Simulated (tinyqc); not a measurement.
UHF in the sto-3g basis, for H4, spin multiplicity 1, step by step. Computed by tinyqc, a small Python program that keeps every step (integrals from PySCF). Settings: charge = 0, multiplicity = 1, basis = sto-3g, energy threshold = 1e-09, iteration cap = 86, orthogonalisation = symmetric, start = Wolfsberg-Helmholz matrix, DIIS depth = 0, method = UHF, break = 0.7. Command: `OMP_NUM_THREADS=1 python tinyqc.py 27399 27400 out.jsonl` (the two numbers bound the seeds that draw the settings). One thread of a shared host (Intel(R) Xeon(R) Processor @ 2.60GHz), about 0.1 s of CPU time with the checks. Later iterations appear only in the table of the cycle.

## One-electron integrals

Geometry (angstrom):

| atom | x | y | z |
|---|---|---|---|
| H | 0.000000 | 0.000000 | 0.000000 |
| H | 0.000000 | 0.000000 | 0.949000 |
| H | 0.000000 | 1.155000 | 0.000000 |
| H | 0.000000 | 1.155000 | 0.949000 |

Basis sto-3g: exponents (1/bohr^2) and contraction coefficients of normalised primitives:

| element | l (shell) | exponent | coefficient |
|---|---|---|---|
| H | s (1) | 3.425251 | 0.154329 |
| H | s (1) | 0.623914 | 0.535328 |
| H | s (1) | 0.168855 | 0.444635 |

Overlap, kinetic and nuclear-attraction integrals over the contracted functions; the nuclear repulsion is the sum of Za Zb / Rab.

nuclear repulsion = 2.73954797 hartree

overlap S, lower triangle:
```
          1H 1s     2H 1s     3H 1s     4H 1s
1H 1s  1.000000
2H 1s  0.527015  1.000000
3H 1s  0.410123  0.258679  1.000000
4H 1s  0.258679  0.410123  0.527015  1.000000
```

kinetic energy T (hartree), lower triangle:
```
          1H 1s     2H 1s     3H 1s     4H 1s
1H 1s  0.760032
2H 1s  0.131334  0.760032
3H 1s  0.063431  0.010081  0.760032
4H 1s  0.010081  0.063431  0.131334  0.760032
```

nuclear attraction V (hartree), lower triangle:
```
           1H 1s      2H 1s      3H 1s      4H 1s
1H 1s  -2.566346
2H 1s  -1.299288  -2.566346
3H 1s  -0.986544  -0.634257  -2.566346
4H 1s  -0.634257  -0.986544  -1.299288  -2.566346
```

core Hamiltonian H = T + V (hartree), lower triangle:
```
           1H 1s      2H 1s      3H 1s      4H 1s
1H 1s  -1.806314
2H 1s  -1.167953  -1.806314
3H 1s  -0.923113  -0.624176  -1.806314
4H 1s  -0.624176  -0.923113  -1.167953  -1.806314
```

## Two-electron integrals

Functions are numbered as in S; the eight-fold symmetry (ij|kl) = (ji|kl) = (kl|ij) leaves the list below.

Two-electron integrals (ij|kl) in chemists' order, unique and non-zero (hartree):
```
(11|11) 0.774606   (21|11) 0.333509   (21|21) 0.180182   (22|11) 0.494966
(22|21) 0.333509   (22|22) 0.774606   (31|11) 0.243614   (31|21) 0.111998
(31|22) 0.176723   (31|31) 0.103608   (32|11) 0.132560   (32|21) 0.073407
(32|22) 0.138903   (32|31) 0.057823   (32|32) 0.038023   (33|11) 0.430535
(33|21) 0.209545   (33|22) 0.346871   (33|31) 0.243614   (33|32) 0.138903
(33|33) 0.774606   (41|11) 0.138903   (41|21) 0.073407   (41|22) 0.132560
(41|31) 0.057823   (41|32) 0.037598   (41|33) 0.132560   (41|41) 0.038023
(42|11) 0.176723   (42|21) 0.111998   (42|22) 0.243614   (42|31) 0.075765
(42|32) 0.057823   (42|33) 0.176723   (42|41) 0.057823   (42|42) 0.103608
(43|11) 0.209545   (43|21) 0.113868   (43|22) 0.209545   (43|31) 0.111998
(43|32) 0.073407   (43|33) 0.333509   (43|41) 0.073407   (43|42) 0.111998
(43|43) 0.180182   (44|11) 0.346871   (44|21) 0.209545   (44|22) 0.430535
(44|31) 0.176723   (44|32) 0.132560   (44|33) 0.494966   (44|41) 0.138903
(44|42) 0.243614   (44|43) 0.333509   (44|44) 0.774606
```

## Orthogonalisation

S = U s U^T; symmetric (Loewdin) form X = U s^(-1/2) U^T, so that X^T S X = 1.

eigenvalues of S: 0.321542  0.624428  0.858213  2.195817

X, lower triangle:
```
           1H 1s      2H 1s      3H 1s     4H 1s
1H 1s   1.195826
2H 1s  -0.318681   1.195826
3H 1s  -0.225661   0.023357   1.195826
4H 1s   0.023357  -0.225661  -0.318681  1.195826
```

## Starting guess

The start is the generalised Wolfsberg-Helmholz matrix (K = 1.75) built on H, with HOMO and LUMO mixed by +/-0.7 rad for the two spins; D(s) = C_occ C_occ^T for each spin.

D(alpha) at the start, lower triangle:
```
           1H 1s     2H 1s     3H 1s     4H 1s
1H 1s   0.786958
2H 1s   0.118102  0.113880
3H 1s   0.109604  0.113826  0.113880
4H 1s  -0.559252  0.109604  0.118102  0.786958
```

D(beta) at the start, lower triangle:
```
          1H 1s      2H 1s     3H 1s     4H 1s
1H 1s  0.113880
2H 1s  0.118102   0.786958
3H 1s  0.109604  -0.559252  0.786958
4H 1s  0.113826   0.109604  0.118102  0.113880
```

## Iteration 1: building the Fock matrix

J_ij = sum D_kl (ij|kl) with D = D(alpha) + D(beta), K_ij = sum D_kl (ik|jl) for each spin; F = H + J - K(s); E = tr D H + tr D J / 2 - 0.5 sum_s tr D(s) K(s) + E_nn.

Coulomb J (hartree), lower triangle:
```
          1H 1s     2H 1s     3H 1s     4H 1s
1H 1s  2.042986
2H 1s  1.084731  2.042986
3H 1s  0.838745  0.541778  2.042986
4H 1s  0.541778  0.838745  1.084731  2.042986
```

exchange K(alpha) (hartree), lower triangle:
```
          1H 1s     2H 1s     3H 1s     4H 1s
1H 1s  0.703883
2H 1s  0.387845  0.384151
3H 1s  0.299403  0.263362  0.384151
4H 1s  0.168153  0.299403  0.387845  0.703883
```

exchange K(beta) (hartree), lower triangle:
```
          1H 1s     2H 1s     3H 1s     4H 1s
1H 1s  0.384151
2H 1s  0.387845  0.703883
3H 1s  0.299403  0.168153  0.703883
4H 1s  0.263362  0.299403  0.387845  0.384151
```

F(alpha) (hartree), lower triangle:
```
           1H 1s      2H 1s      3H 1s      4H 1s
1H 1s  -0.467212
2H 1s  -0.471067  -0.147480
3H 1s  -0.383770  -0.345760  -0.147480
4H 1s  -0.250551  -0.383770  -0.471067  -0.467212
```

F(beta) (hartree), lower triangle:
```
           1H 1s      2H 1s      3H 1s      4H 1s
1H 1s  -0.147480
2H 1s  -0.471067  -0.467212
3H 1s  -0.383770  -0.250551  -0.467212
4H 1s  -0.345760  -0.383770  -0.471067  -0.147480
```

total energy of this density = -1.87344857 hartree

## Iteration 1: diagonalisation and new density

Diagonalise F' = X^T F X, C = X C', fill 2 alpha and 2 beta electrons from the bottom; D(s) = C_occ C_occ^T. Each column has its largest component positive (the first on a tie).

F' = X^T F X (alpha) (hartree), lower triangle:
```
           1          2          3          4
1  -0.177747
2  -0.419501   0.239267
3  -0.300745  -0.050473   0.239267
4   0.099336  -0.300745  -0.419501  -0.177747
```

orbital energies (alpha) (hartree): MO1 -0.677342, MO2 -0.300957, MO3 0.313616, MO4 0.787725

coefficients C (alpha):
```
            MO1        MO2        MO3        MO4
1H 1s  0.416752   0.799834  -0.227893  -0.847157
2H 1s  0.255254   0.098923   0.825762   0.908957
3H 1s  0.255254  -0.098923  -0.825762   0.908957
4H 1s  0.416752  -0.799834   0.227893  -0.847157
```

F' = X^T F X (beta) (hartree), lower triangle:
```
           1          2          3         4
1   0.239267
2  -0.419501  -0.177747
3  -0.300745   0.099336  -0.177747
4  -0.050473  -0.300745  -0.419501  0.239267
```

orbital energies (beta) (hartree): MO1 -0.677342, MO2 -0.300957, MO3 0.313616, MO4 0.787725

coefficients C (beta):
```
            MO1        MO2        MO3        MO4
1H 1s  0.255254   0.098923   0.825762   0.908957
2H 1s  0.416752   0.799834  -0.227893  -0.847157
3H 1s  0.416752  -0.799834   0.227893  -0.847157
4H 1s  0.255254  -0.098923  -0.825762   0.908957
```

D(alpha) after iteration 1, lower triangle:
```
           1H 1s     2H 1s     3H 1s     4H 1s
1H 1s   0.813416
2H 1s   0.185499  0.074940
3H 1s   0.027256  0.055369  0.074940
4H 1s  -0.466052  0.027256  0.185499  0.813416
```

D(beta) after iteration 1, lower triangle:
```
          1H 1s      2H 1s     3H 1s     4H 1s
1H 1s  0.074940
2H 1s  0.185499   0.813416
3H 1s  0.027256  -0.466052  0.813416
4H 1s  0.055369   0.027256  0.185499  0.074940
```

## Iteration 2: building the Fock matrix

As before.

Coulomb J (hartree), lower triangle:
```
          1H 1s     2H 1s     3H 1s     4H 1s
1H 1s  2.044247
2H 1s  1.086868  2.044247
3H 1s  0.837592  0.541743  2.044247
4H 1s  0.541743  0.837592  1.086868  2.044247
```

exchange K(alpha) (hartree), lower triangle:
```
          1H 1s     2H 1s     3H 1s     4H 1s
1H 1s  0.727669
2H 1s  0.404517  0.365191
3H 1s  0.281242  0.243327  0.365191
4H 1s  0.181250  0.281242  0.404517  0.727669
```

exchange K(beta) (hartree), lower triangle:
```
          1H 1s     2H 1s     3H 1s     4H 1s
1H 1s  0.365191
2H 1s  0.404517  0.727669
3H 1s  0.281242  0.181250  0.727669
4H 1s  0.243327  0.281242  0.404517  0.365191
```

F(alpha) (hartree), lower triangle:
```
           1H 1s      2H 1s      3H 1s      4H 1s
1H 1s  -0.489736
2H 1s  -0.485603  -0.127258
3H 1s  -0.366763  -0.325760  -0.127258
4H 1s  -0.263683  -0.366763  -0.485603  -0.489736
```

F(beta) (hartree), lower triangle:
```
           1H 1s      2H 1s      3H 1s      4H 1s
1H 1s  -0.127258
2H 1s  -0.485603  -0.489736
3H 1s  -0.366763  -0.263683  -0.489736
4H 1s  -0.325760  -0.366763  -0.485603  -0.127258
```

total energy of this density = -1.93072375 hartree

## Iteration 2: diagonalisation and new density

As before.

F' = X^T F X (alpha) (hartree), lower triangle:
```
           1          2          3          4
1  -0.202942
2  -0.440131   0.265789
3  -0.278740  -0.031054   0.265789
4   0.080170  -0.278740  -0.440131  -0.202942
```

orbital energies (alpha) (hartree): MO1 -0.684780, MO2 -0.324998, MO3 0.338730, MO4 0.796744

coefficients C (alpha):
```
            MO1        MO2        MO3        MO4
1H 1s  0.442103   0.785951  -0.271937  -0.834208
2H 1s  0.227735   0.144605   0.818998   0.916239
3H 1s  0.227735  -0.144605  -0.818998   0.916239
4H 1s  0.442103  -0.785951   0.271937  -0.834208
```

F' = X^T F X (beta) (hartree), lower triangle:
```
           1          2          3         4
1   0.265789
2  -0.440131  -0.202942
3  -0.278740   0.080170  -0.202942
4  -0.031054  -0.278740  -0.440131  0.265789
```

orbital energies (beta) (hartree): MO1 -0.684780, MO2 -0.324998, MO3 0.338730, MO4 0.796744

coefficients C (beta):
```
            MO1        MO2        MO3        MO4
1H 1s  0.227735   0.144605   0.818998   0.916239
2H 1s  0.442103   0.785951  -0.271937  -0.834208
3H 1s  0.442103  -0.785951   0.271937  -0.834208
4H 1s  0.227735  -0.144605  -0.818998   0.916239
```

D(alpha) after iteration 2, lower triangle:
```
           1H 1s      2H 1s     3H 1s     4H 1s
1H 1s   0.813174
2H 1s   0.214335   0.072774
3H 1s  -0.012971   0.030952  0.072774
4H 1s  -0.422264  -0.012971  0.214335  0.813174
```

D(beta) after iteration 2, lower triangle:
```
           1H 1s      2H 1s     3H 1s     4H 1s
1H 1s   0.072774
2H 1s   0.214335   0.813174
3H 1s  -0.012971  -0.422264  0.813174
4H 1s   0.030952  -0.012971  0.214335  0.072774
```

## Iteration 3: building the Fock matrix

As before.

Coulomb J (hartree), lower triangle:
```
          1H 1s     2H 1s     3H 1s     4H 1s
1H 1s  2.044835
2H 1s  1.087813  2.044835
3H 1s  0.837021  0.541691  2.044835
4H 1s  0.541691  0.837021  1.087813  2.044835
```

exchange K(alpha) (hartree), lower triangle:
```
          1H 1s     2H 1s     3H 1s     4H 1s
1H 1s  0.730615
2H 1s  0.411481  0.363450
3H 1s  0.272182  0.234491  0.363450
4H 1s  0.185836  0.272182  0.411481  0.730615
```

exchange K(beta) (hartree), lower triangle:
```
          1H 1s     2H 1s     3H 1s     4H 1s
1H 1s  0.363450
2H 1s  0.411481  0.730615
3H 1s  0.272182  0.185836  0.730615
4H 1s  0.234491  0.272182  0.411481  0.363450
```

F(alpha) (hartree), lower triangle:
```
           1H 1s      2H 1s      3H 1s      4H 1s
1H 1s  -0.492094
2H 1s  -0.491621  -0.124928
3H 1s  -0.358273  -0.316976  -0.124928
4H 1s  -0.268321  -0.358273  -0.491621  -0.492094
```

F(beta) (hartree), lower triangle:
```
           1H 1s      2H 1s      3H 1s      4H 1s
1H 1s  -0.124928
2H 1s  -0.491621  -0.492094
3H 1s  -0.358273  -0.268321  -0.492094
4H 1s  -0.316976  -0.358273  -0.491621  -0.124928
```

total energy of this density = -1.94041096 hartree

## Iteration 3: diagonalisation and new density

As before.

F' = X^T F X (alpha) (hartree), lower triangle:
```
           1          2          3          4
1  -0.205013
2  -0.449102   0.268528
3  -0.268097  -0.022627   0.268528
4   0.071856  -0.268097  -0.449102  -0.205013
```

orbital energies (alpha) (hartree): MO1 -0.685447, MO2 -0.329644, MO3 0.343931, MO4 0.798191

coefficients C (alpha):
```
            MO1        MO2        MO3        MO4
1H 1s  0.448198   0.777509  -0.295210  -0.830949
2H 1s  0.221021   0.168919   0.814331   0.917882
3H 1s  0.221021  -0.168919  -0.814331   0.917882
4H 1s  0.448198  -0.777509   0.295210  -0.830949
```

F' = X^T F X (beta) (hartree), lower triangle:
```
           1          2          3         4
1   0.268528
2  -0.449102  -0.205013
3  -0.268097   0.071856  -0.205013
4  -0.022627  -0.268097  -0.449102  0.268528
```

orbital energies (beta) (hartree): MO1 -0.685447, MO2 -0.329644, MO3 0.343931, MO4 0.798191

coefficients C (beta):
```
            MO1        MO2        MO3        MO4
1H 1s  0.221021   0.168919   0.814331   0.917882
2H 1s  0.448198   0.777509  -0.295210  -0.830949
3H 1s  0.448198  -0.777509   0.295210  -0.830949
4H 1s  0.221021  -0.168919  -0.814331   0.917882
```

D(alpha) after iteration 3, lower triangle:
```
           1H 1s      2H 1s     3H 1s     4H 1s
1H 1s   0.805401
2H 1s   0.230397   0.077384
3H 1s  -0.032274   0.020317  0.077384
4H 1s  -0.403639  -0.032274  0.230397  0.805401
```

D(beta) after iteration 3, lower triangle:
```
           1H 1s      2H 1s     3H 1s     4H 1s
1H 1s   0.077384
2H 1s   0.230397   0.805401
3H 1s  -0.032274  -0.403639  0.805401
4H 1s   0.020317  -0.032274  0.230397  0.077384
```

## Iteration 33 (converged): orbitals

converged F(alpha) (hartree), lower triangle:
```
           1H 1s      2H 1s      3H 1s      4H 1s
1H 1s  -0.474872
2H 1s  -0.504379  -0.146847
3H 1s  -0.347537  -0.311138  -0.146847
4H 1s  -0.271898  -0.347537  -0.504379  -0.474872
```

converged F(beta) (hartree), lower triangle:
```
           1H 1s      2H 1s      3H 1s      4H 1s
1H 1s  -0.146847
2H 1s  -0.504379  -0.474872
3H 1s  -0.347537  -0.271898  -0.474872
4H 1s  -0.311138  -0.347537  -0.504379  -0.146847
```

As before.

F' = X^T F X (alpha) (hartree), lower triangle:
```
           1          2          3          4
1  -0.179176
2  -0.465967   0.243514
3  -0.253219  -0.014789   0.243514
4   0.064217  -0.253219  -0.465967  -0.179176
```

orbital energies (alpha) (hartree): MO1 -0.682547, MO2 -0.321462, MO3 0.336372, MO4 0.796314

coefficients C (alpha):
```
            MO1        MO2        MO3        MO4
1H 1s  0.438272   0.755654  -0.347355  -0.836227
2H 1s  0.231935   0.223857   0.800972   0.915185
3H 1s  0.231935  -0.223857  -0.800972   0.915185
4H 1s  0.438272  -0.755654   0.347355  -0.836227
```

F' = X^T F X (beta) (hartree), lower triangle:
```
           1          2          3         4
1   0.243514
2  -0.465967  -0.179176
3  -0.253219   0.064217  -0.179176
4  -0.014789  -0.253219  -0.465967  0.243514
```

orbital energies (beta) (hartree): MO1 -0.682547, MO2 -0.321462, MO3 0.336372, MO4 0.796314

coefficients C (beta):
```
            MO1        MO2        MO3        MO4
1H 1s  0.231935   0.223857   0.800972   0.915185
2H 1s  0.438272   0.755654  -0.347355  -0.836227
3H 1s  0.438272  -0.755654   0.347355  -0.836227
4H 1s  0.231935  -0.223857  -0.800972   0.915185
```

D(alpha) after iteration 33, lower triangle:
```
           1H 1s      2H 1s     3H 1s     4H 1s
1H 1s   0.763095
2H 1s   0.270809   0.103906
3H 1s  -0.067508   0.003682  0.103906
4H 1s  -0.378931  -0.067508  0.270809  0.763095
```

D(beta) after iteration 33, lower triangle:
```
           1H 1s      2H 1s     3H 1s     4H 1s
1H 1s   0.103906
2H 1s   0.270809   0.763095
3H 1s  -0.067508  -0.378931  0.763095
4H 1s   0.003682  -0.067508  0.270809  0.103906
```

## Convergence

Stop when the energy changes by less than 1e-09 hartree and every element of the error matrix X^T (F D S - S D F) X (for each spin) is below 9e-06.

Course of the cycle:

| iteration | E (hartree) | change | largest element of the error matrix |
|---|---|---|---|
| 1 | -1.87344857 | - | 1.01e-01 |
| 2 | -1.93072375 | -5.73e-02 | 4.07e-02 |
| 3 | -1.94041096 | -9.69e-03 | 1.55e-02 |
| 4 | -1.94248868 | -2.08e-03 | 6.14e-03 |
| 5 | -1.94322262 | -7.34e-04 | 5.40e-03 |
| 6 | -1.94358233 | -3.60e-04 | 4.38e-03 |
| 7 | -1.94378106 | -1.99e-04 | 3.43e-03 |
| 8 | -1.94389573 | -1.15e-04 | 2.67e-03 |
| 9 | -1.94396337 | -6.76e-05 | 2.07e-03 |
| 10 | -1.94400385 | -4.05e-05 | 1.61e-03 |
| 11 | -1.94402834 | -2.45e-05 | 1.26e-03 |
| 12 | -1.94404329 | -1.49e-05 | 9.88e-04 |
| 13 | -1.94405246 | -9.18e-06 | 7.76e-04 |
| 14 | -1.94405813 | -5.66e-06 | 6.10e-04 |
| ... | ... | ... | ... |
| 20 | -1.94406688 | -3.32e-07 | 1.48e-04 |
| 21 | -1.94406709 | -2.08e-07 | 1.17e-04 |
| 22 | -1.94406722 | -1.30e-07 | 9.31e-05 |
| 23 | -1.94406730 | -8.18e-08 | 7.37e-05 |
| 24 | -1.94406735 | -5.13e-08 | 5.84e-05 |
| 25 | -1.94406739 | -3.22e-08 | 4.63e-05 |
| 26 | -1.94406741 | -2.02e-08 | 3.67e-05 |
| 27 | -1.94406742 | -1.27e-08 | 2.91e-05 |
| 28 | -1.94406743 | -7.99e-09 | 2.31e-05 |
| 29 | -1.94406743 | -5.02e-09 | 1.83e-05 |
| 30 | -1.94406744 | -3.16e-09 | 1.45e-05 |
| 31 | -1.94406744 | -1.98e-09 | 1.15e-05 |
| 32 | -1.94406744 | -1.25e-09 | 9.11e-06 |
| 33 | -1.94406744 | -7.84e-10 | 7.22e-06 |

PySCF UHF in the same basis, after a stability check = -1.94406744 hartree

Converged in 33 iterations.

## Populations, bond orders and dipole

Mulliken: Z minus the diagonal of D S on the atom; Loewdin: the same with S^(1/2) D S^(1/2); Mayer order: 2 sum_s sum (D(s) S)_ij (D(s) S)_ji over the two atoms.

Charges (e):

| atom | Mulliken | Loewdin | Mulliken spin |
|---|---|---|---|
| 1H | 0 | 0 | 0.560215 |
| 2H | 0 | 0 | -0.560215 |
| 3H | 0 | 0 | -0.560215 |
| 4H | 0 | 0 | 0.560215 |

Mayer bond orders:

| pair | order |
|---|---|
| 2-1 | 0.619357 |
| 3-1 | 0.021817 |
| 3-2 | 0.044984 |
| 4-1 | 0.044984 |
| 4-2 | 0.021817 |
| 4-3 | 0.619357 |

dipole moment about the origin, x y z (debye): 0.000000  0.000000  0.000000

<S^2> of the determinant (pure state: 0) = 0.635642
